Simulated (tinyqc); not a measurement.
## Trap density from the barrier height

Inverse problem. In a partly depleted grain with all boundary traps filled, 2 N W = Qt and VB = q N W^2/(2 eps0 eps_r). Find Qt, W and the doping at which VB would equal Vt.

Parameters, values chosen for the exercise: temperature T = 300 K; relative permittivity eps_r = 11.7.

Constants: q = 1.602176634e-19 C, kB = 1.380649e-23 J/K, Vt = kB T/q, eps0 = 8.8541878128e-14 F/cm where lengths are in cm. Results are converted to the units shown.

doping = 8.1e17 cm^-3
barrier height = 0.095468651 V

Solution. Eliminating W gives VB = q Qt^2/(8 eps0 eps_r N), which falls as 1/N.

Qt = 2.00e12 cm^-2
W = 12.3 nm
doping for VB = Vt = 2.99e18 cm^-3

tinyqc, about 0.01 s, one thread, Intel Xeon 2.30GHz (shared host): `OMP_NUM_THREADS=1 python tinyqc.py 2830058 2830059 out.jsonl`
